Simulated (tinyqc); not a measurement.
Worked calculation: Hubbard chain of 2 sites. One step of it, computed by the program tinyqc.

Problem. Mean-field iteration 1. H(up) = T + U n(down), H(down) = T + U n(up); fill the lowest levels; n(new) = n + mixing (n(out) - n); E = tr T (rho up + rho down) + U sum n_up n_down of the output.

one-body matrix (hopping and site energies) (eV):
```
,1,2
1,-0.380000,-1.350000
2,-1.350000,0.780000
```

U = 10.800000 eV

electrons, up and down: 1  1

mixing = 1

n(up) at the start (a guess, not normalised): 1 0.800000, 2 0.200000

n(down) at the start (a guess): 1 0.200000, 2 0.800000

Give: levels, up; levels, down; energy; n(up) after iteration 1; n(down) after iteration 1.

Solution.

levels, up (eV): 1.5485  9.6515

levels, down (eV): 2.6170  8.5830

energy = 0.1694 eV

n(up) after iteration 1: 1 0.9714, 2 0.0286

n(down) after iteration 1: 1 0.0541, 2 0.9459
